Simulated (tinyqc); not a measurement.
Gate sweep: ballistic transport through the one-dimensional subbands of a rectangular nanowire or nanosheet channel. Computed by tinyqc, a small Python program. Command: `OMP_NUM_THREADS=1 python tinyqc.py 3023666 3023667 out.jsonl wire walk`. One thread of a shared host (Intel(R) Xeon(R) Processor @ 2.30GHz), about 0.02 s of CPU time with the checks.

Hard walls, parabolic subbands, transport along x. Energies are counted from the bulk conduction band edge at the top of the barrier, which the gate pulls down by U; the source Fermi level lies at the bulk edge when U = 0.

Inputs (values chosen for the exercise, modelled on GaN): mass m = 0.19 m_0; height a = 3.7 nm; width b = 5.2 nm; equivalent oxide thickness t = 2 nm; drain voltage V_D = 0.05 V; temperature T = 150 K.

Valleys: single isotropic valley.

Constants: hbar^2/(2 m_0) = 3.80998212 eV angstrom^2; k_B = 8.617333262e-05 eV/K; m_0 = 9.1093837015e-31 kg; k_B = 1.380649e-23 J/K; hbar = 1.054571817e-34 J s; eps_0 = 8.8541878128e-12 F/m; e = 1.602176634e-19 C; h = 6.62607015e-34 J s.

Method:
- E_pq = (hbar^2 pi^2/2)(p^2/(m_y b^2) + q^2/(m_z a^2)); m_x = m_y = m_z = m, degeneracy g = 1; the 10 lowest subbands are kept.
- F_j(eta) = (1/Gamma(j + 1)) int_0^infinity x^j/(1 + exp(x - eta)) dx, F_0 = ln(1 + exp(eta)). Integrals over x = E/(k_B T) use 160 Gauss-Legendre points in u = sqrt(x) from 0 to sqrt(max(eta, 0) + 32).
- With degeneracy g = 1, eta_i = (U - E_i)/(k_B T) and u = e V_D/(k_B T): line density n = sum_i g sqrt(2 m_x k_B T/pi)/(2 hbar) [F_-1/2(eta_i) + F_-1/2(eta_i - u)]; gate: e n = C_ox (V_G - U/e), C_ox = 3.9 eps_0 2 (a + b)/t (flat-plate estimate); I = (2 e k_B T/h) sum_i g [F_0(eta_i) - F_0(eta_i - u)].
- Open modes are sum_i g/(1 + exp(-eta_i)). The last column is e dn/dV_G over C_ox, taken up to the next row.

Subbands:
```
valley axis  p  q  E (meV)  m_x (m_0)
-            1  1   217.76       0.19
-            2  1   437.33       0.19
-            1  2   651.46       0.19
-            3  1   803.29       0.19
-            2  2   871.03       0.19
-            3  2  1236.99       0.19
-            4  1  1315.63       0.19
-            1  3  1374.28       0.19
-            2  3  1593.86       0.19
-            4  2  1749.33       0.19
```

Against the gate voltage:
```
V_G (V)  U (meV)    n (1/nm)  I (microampere)  open modes    C_g/C_ox
-0.082    -82.00  6.2031e-12       8.3191e-11  8.4837e-11  7.4025e-08
0.018      18.00  1.4206e-08       1.9051e-07  1.9428e-07  7.5573e-04
0.140     139.91  1.7687e-04       2.3731e-03  2.4172e-03  3.0511e-01
0.270     230.24  7.6260e-02       1.2369e+00  7.2432e-01  6.2630e-01
0.370     267.61  1.9640e-01       3.1952e+00  9.7931e-01  6.5701e-01
0.500     312.20  3.6023e-01       3.8431e+00  9.9939e-01  5.5970e-01
0.640     373.84  5.1054e-01       3.8810e+00  1.0073e+00  5.7529e-01
0.800     441.80  6.8710e-01       4.7269e+00  1.5855e+00  7.0979e-01
0.970     491.13  9.1856e-01       7.2058e+00  1.9847e+00  7.0708e-01
1.200     558.51  1.2305e+00       7.7449e+00  2.0007e+00           -
```

What does the comparison show, and why?

Between the first two rows the current rises one decade per 30 mV, against the limit ln(10) k_B T/e = 30 mV. Above threshold C_g/C_ox lies between 0.56 and 0.71: the quantum capacitance in series costs a visible part. It dips where a subband has filled past its van Hove peak and recovers when the next one opens or the drain starts to fill the band.

Extremes, crossings and ranges named in words are read from the listed rows.
